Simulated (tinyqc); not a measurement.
# The 3-omega method: a line heater on a substrate with a thin film, step by step

A worked calculation. Computed by tinyqc, a small Python program that keeps every step. Command: `OMP_NUM_THREADS=1 python tinyqc.py 3014249 3014250 out.jsonl threeomega walk`. One thread of a shared host (Intel(R) Xeon(R) Processor @ 2.30GHz), about 0.01 s of CPU time with the checks. Intermediate numbers are printed to about 6 digits and carried at full precision; extremes and crossings named in words are read from the listed rows.

A current at angular frequency omega = 2 pi f heats the line at 2 omega with the amplitude P per length; the temperature swing Delta T at 2 omega gives a voltage at 3 omega. The substrate is taken as semi-infinite and isotropic, and the heat capacity of heater and film is left out.

Inputs (values chosen for the exercise, modelled on a silicon-germanium alloy on indium phosphide):

| quantity | value | unit |
|---|---|---|
| substrate conductivity kappa | 66.2 | W/(m K) |
| substrate heat capacity C | 1.53 | 1e6 J/(m^3 K) |
| heater half-width b | 2.2 | micrometre |
| power amplitude per length P | 8.2 | W/m |
| current frequency f | 2600 | Hz |
| film thickness t | 260 | nm |
| film conductivity kappa_f | 4.4 | W/(m K) |
| interface resistance R_i | 11 | m^2 K/GW |
| substrate thickness d_s | 525 | micrometre |
| temperature coefficient of resistance beta | 2.4 | 1e-3/K |
| voltage amplitude V_1 | 2.8 | V |

## Penetration depth

D = kappa/C; q = sqrt(2 i omega/D); penetration depth 1/|q| = sqrt(D/(2 omega)).

diffusivity D = 43.2680 mm^2/s

penetration depth = 36.3908 micrometre

|q| b = 0.0604548

penetration depth / d_s = 0.0693158

## Temperature swing of the bare substrate

Delta T_s = (P/(pi kappa)) int_0^infinity (sin x/x)^2 / sqrt(x^2 + (q b)^2) dx with (q b)^2 = i |q b|^2, averaged over the heater width (12 Gauss-Legendre points on each of the pieces 0, 14 log-spaced edges from 1e-5 to 1, and multiples of pi to 40 pi; the tail adds 1/(4 (40 pi)^2)). For |q| b much below 1: Delta T_s = (P/(pi kappa)) [-ln(|q| b) + eta - i pi/4], eta = 3/2 - C_E = 0.92278, with Euler's C_E = 0.5772157.

in-phase Delta T_s = 0.147032 K

out-of-phase Delta T_s = -0.0308752 K

in-phase, narrow-line form = 0.147013 K

out-of-phase, narrow-line form = -0.0309668 K

The narrow-line form misses the in-phase part by -0.01 % and the out-of-phase part by +0.3 % at |q| b = 0.060.

## The film adds a constant step

One-dimensional flow across the film: Delta T_f = P (t/kappa_f + R_i)/(2 b); total in-phase swing Delta T = Delta T_s + Delta T_f; third-harmonic amplitude V_3 = V_1 beta |Delta T|/2 with the out-of-phase part included; the apparent film conductivity is t/(t/kappa_f + R_i).

Delta T_f = 0.130624 K

total in-phase swing = 0.277656 K

V_3 = 0.938675 mV

apparent film conductivity = 3.70947 W/(m K)

film share of the in-phase swing = 0.470452

The interface lowers the apparent conductivity by 16 %. The film gives a large part of the signal.

## Conductivity from the slope

Take the in-phase swing at f and at 2f; in the narrow-line limit kappa = P ln 2/(2 pi [Delta T(f) - Delta T(2f)]), whatever the film and the heater width.

in-phase Delta T_s at 2f = 0.133386 K

kappa from the slope = 66.2910 W/(m K)

error of the slope method = 0.137529 %

## The window of frequencies

The slope value uses each f and 2f: kappa = P ln 2/(2 pi [Delta T(f) - Delta T(2f)]).

Bare substrate:

| f (Hz) | penetration depth (micrometre) | \|q\| b | in-phase (K) | out-of-phase (K) | narrow-line form (K) | kappa from the slope (W/(m K)) |
|---|---|---|---|---|---|---|
| 7.1 | 696.385 | 0.00315917 | 0.263389 | -0.0309663 | 0.263389 | 66.2002 |
| 71 | 220.216 | 0.00999018 | 0.217996 | -0.0309631 | 0.217996 | 66.2025 |
| 710 | 69.6385 | 0.0315917 | 0.172607 | -0.0309375 | 0.172602 | 66.2249 |
| 3600 | 30.9262 | 0.0711370 | 0.140624 | -0.0308454 | 0.140598 | 66.3259 |
| 14000 | 15.6825 | 0.140284 | 0.113925 | -0.0305825 | 0.113824 | 66.6853 |
| 71000 | 6.96385 | 0.315917 | 0.0823147 | -0.0295462 | 0.0818157 | 68.5893 |
| 280000 | 3.50671 | 0.627369 | 0.0566167 | -0.0270835 | 0.0547658 | 75.1301 |
| 1.40e+06 | 1.56825 | 1.40284 | 0.0305722 | -0.0207036 | 0.0230373 | 106.320 |
| 7.10e+06 | 0.696385 | 3.15917 | 0.0138724 | -0.0118877 | -0.00897093 | 222.237 |
| 4.30e+07 | 0.282972 | 7.77461 | 0.00563291 | -0.00530675 | -0.0444780 | 548.299 |

The slope gives kappa within 1 % up to |q| b = 0.14 (f = 14000 Hz) among these rows. The penetration depth stays under d_s/5 = 105 micrometre from f = 710 Hz up, so a usable window lies between the two. At high f the flow turns one-dimensional: in-phase and out-of-phase parts become equal in size (ratio 0.94 in the last row) and fall as f^(-1/2) (exponent -0.50).

Checks made by the program: narrow-line limit at |q| b = 0.002 (relative difference 7e-07).
